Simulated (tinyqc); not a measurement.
## MOS capacitor on a p-type substrate, surface potential from the exact charge relation: effect of the fixed charge at the interface on threshold and swing

Uniform p-type substrate, Boltzmann statistics, full ionisation, classical densities. psi is the surface potential against the body (positive when the bands bend down) and u = psi/Vt. Traps are spread evenly over the gap and neutral at flat band, so their charge is -q Dit psi; the minority quasi-Fermi level is shifted by Vb.

ni = sqrt(Nc Nv) exp(-Eg/(2 Vt)), Eg in volts; phiF = Vt ln(N/ni); Cox = eps0 eox/tox; Vfb = phiM - chi - (Eg - Vt ln(Nv/N)) - q Nf/Cox; VT = Vfb + [(2 phiF + Vb)(1 + q Dit/Cox) + sqrt(2 eps0 eps_r q N (2 phiF + Vb))/Cox]. gamma = sqrt(2 eps0 eps_r q N)/Cox; Wm = sqrt(2 eps0 eps_r (2 phiF + Vb)/(q N)); m = 1 + (eps0 eps_r/Wm + q Dit)/Cox; swing m Vt ln 10; Cmin/Cox = 1/(1 + Cox Wm/(eps0 eps_r)).

Values chosen for this exercise; band and dielectric values close to those of gallium nitride:

| symbol | value | unit | meaning |
|---|---|---|---|
| T | 250 | K | temperature |
| Eg | 3.46 | eV | band gap |
| eps_r | 9.48 |  | relative permittivity |
| Nc | 1.76e18 | cm^-3 | conduction-band density of states at T |
| Nv | 3.54e19 | cm^-3 | valence-band density of states at T |
| chi | 4.13 | eV | electron affinity |
| N | 2.3e16 | cm^-3 | acceptor density of the substrate |
| eox | 22.2 |  | relative permittivity of the gate insulator (close to hafnium oxide) |
| tox | 48 | nm | insulator thickness |
| phiM | 5.33 | eV | gate work function |
| Dit | 2.5e11 | cm^-2 eV^-1 | density of interface traps |
| Vb | 0 | V | reverse bias of the inversion layer against the body |

Constants: q = 1.602176634e-19 C, kB = 1.380649e-23 J/K, Vt = kB T/q, eps0 = 8.8541878128e-14 F/cm where lengths are in cm. Results are converted to the units shown.

The same in every row: 2 phiF (V) = 3.2084; gamma (V^0.5) = 0.19207; Wm (nm) = 382.32; m = 1.1514; swing (mV/decade) = 57.117; Cmin/Cox = 0.050885.

Effect of the fixed charge at the interface on threshold and swing:
```
Nf (cm^-2)	Vfb (V)	VT (V)
-4e11	-1.9454	1.9209
-2e11	-2.0236	1.8427
0	-2.1019	1.7644
2e11	-2.1801	1.6862
4e11	-2.2584	1.6079
6e11	-2.3366	1.5297
8e11	-2.4149	1.4514
```

As Nf goes from -4e11 to 8e11, VT falls from 1.92 to 1.45 V, the swing stays at 57.1 mV/decade and Cmin/Cox stays at 0.0509. The whole change of VT is that of Vfb: the curve shifts rigidly.

Computed by the program tinyqc: `OMP_NUM_THREADS=1 python tinyqc.py 2060140 2060141 out.jsonl`, one thread of a shared Intel Xeon 2.30GHz, about 0.01 s for the whole run.
